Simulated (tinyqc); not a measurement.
Worked calculation: one-electron ion in a basis of Gaussians. Computed by tinyqc, a small Python program that keeps every step. Settings: Z = 5, l = 0. Command: `OMP_NUM_THREADS=1 python tinyqc.py 29868 29869 out.jsonl` (the two numbers bound the seeds that draw the settings). One thread of a shared host (Intel(R) Xeon(R) Processor @ 2.60GHz), about 0.01 s of CPU time with the checks.

## Matrices over normalised Gaussians

exponents of r^l exp(-a r^2) (1/bohr^2): [3.036000, 7.684000, 19.450000, 49.220000, 124.600000, 315.300000, 797.900000]

Z = 5

l = 0

With p = a_i + a_j and I(k) = Gamma((k+1)/2) / (2 p^((k+1)/2)): S = I(2l+2), T = (2l+3) a_i a_j S / p, V = -Z I(2l+1), each divided by sqrt(S_ii S_jj).

S:
$$\begin{pmatrix}
1.000000 & 0.855401 & 0.565058 & 0.320017 & 0.168248 & 0.085701 & 0.043086 \\
0.855401 & 1.000000 & 0.855371 & 0.565103 & 0.319973 & 0.168270 & 0.085710 \\
0.565058 & 0.855371 & 1.000000 & 0.855442 & 0.565071 & 0.320034 & 0.168300 \\
0.320017 & 0.565103 & 0.855442 & 1.000000 & 0.855343 & 0.565083 & 0.320033 \\
0.168248 & 0.319973 & 0.565071 & 0.855343 & 1.000000 & 0.855452 & 0.565191 \\
0.085701 & 0.168270 & 0.320034 & 0.565083 & 0.855452 & 1.000000 & 0.855440 \\
0.043086 & 0.085710 & 0.168300 & 0.320033 & 0.565191 & 0.855440 & 1.000000
\end{pmatrix}$$

T (hartree):
$$\begin{pmatrix}
4.554000 & 5.584512 & 4.451672 & 2.745375 & 1.495953 & 0.773120 & 0.390940 \\
5.584512 & 11.526000 & 14.134123 & 11.267692 & 6.947561 & 3.786679 & 1.956937 \\
4.451672 & 14.134123 & 29.175000 & 35.777151 & 28.519964 & 17.588996 & 9.586613 \\
2.745375 & 11.267692 & 35.777151 & 73.830000 & 90.535994 & 72.173474 & 44.510404 \\
1.495953 & 6.947561 & 28.519964 & 90.535994 & 186.900000 & 229.194856 & 182.732880 \\
0.773120 & 3.786679 & 17.588996 & 72.173474 & 229.194856 & 472.950000 & 579.975992 \\
0.390940 & 1.956937 & 9.586613 & 44.510404 & 182.732880 & 579.975992 & 1196.850000
\end{pmatrix}$$

V (hartree):
$$\begin{pmatrix}
-13.902437 & -15.801274 & -15.117288 & -13.051680 & -10.724122 & -8.626877 & -6.879548 \\
-15.801274 & -22.117383 & -25.138332 & -24.050493 & -20.763080 & -17.061710 & -13.724960 \\
-15.117288 & -25.138332 & -35.188428 & -39.994376 & -38.263530 & -33.035597 & -27.146450 \\
-13.051680 & -24.050493 & -39.994376 & -55.977161 & -63.623133 & -60.869240 & -52.552415 \\
-10.724122 & -20.763080 & -38.263530 & -63.623133 & -89.063362 & -101.227289 & -96.850878 \\
-8.626877 & -17.061710 & -33.035597 & -60.869240 & -101.227289 & -141.677879 & -161.027921 \\
-6.879548 & -13.724960 & -27.146450 & -52.552415 & -96.850878 & -161.027921 & -225.379439
\end{pmatrix}$$

## Generalised eigenproblem

H = T + V (hartree):
$$\begin{pmatrix}
-9.348437 & -10.216762 & -10.665616 & -10.306305 & -9.228169 & -7.853757 & -6.488609 \\
-10.216762 & -10.591383 & -11.004209 & -12.782802 & -13.815519 & -13.275030 & -11.768023 \\
-10.665616 & -11.004209 & -6.013428 & -4.217224 & -9.743566 & -15.446601 & -17.559837 \\
-10.306305 & -12.782802 & -4.217224 & 17.852839 & 26.912861 & 11.304234 & -8.042010 \\
-9.228169 & -13.815519 & -9.743566 & 26.912861 & 97.836638 & 127.967567 & 85.882002 \\
-7.853757 & -13.275030 & -15.446601 & 11.304234 & 127.967567 & 331.272121 & 418.948071 \\
-6.488609 & -11.768023 & -17.559837 & -8.042010 & 85.882002 & 418.948071 & 971.470561
\end{pmatrix}$$

Solve H C = S C e through S^(-1/2); each column has its largest component positive (the first on a tie).

eigenvalues of S: [0.005102, 0.020915, 0.076443, 0.251753, 0.750624, 1.950905, 3.944259]

eigenvalues (hartree): [-12.491788, 0.971148, 28.446337, 107.224839, 321.659587, 909.388485, 2571.038205]

coefficients:
$$\begin{pmatrix}
0.437378 & -1.987333 & -1.641429 & 0.941584 & -0.525888 & 0.298937 & -0.170760 \\
0.359218 & 1.993048 & 3.989680 & -3.105279 & 1.846510 & -1.047258 & 0.592718 \\
0.227692 & -0.368779 & -3.213704 & 4.997946 & -3.807216 & 2.265352 & -1.275991 \\
0.067709 & 0.270053 & 0.725933 & -3.787374 & 5.329096 & -3.935351 & 2.304887 \\
0.032783 & -0.046887 & -0.324862 & 0.883400 & -3.958983 & 5.163726 & -3.677747 \\
0.004214 & 0.025246 & 0.075059 & -0.286349 & 0.873960 & -3.644274 & 4.518237 \\
0.005469 & -0.000199 & -0.023645 & 0.039663 & -0.192330 & 0.508601 & -2.797034
\end{pmatrix}$$

For Z = 5 and l = 0 the exact lowest level is -Z^2/(2 n^2) with n = l + 1: -12.500000 hartree.
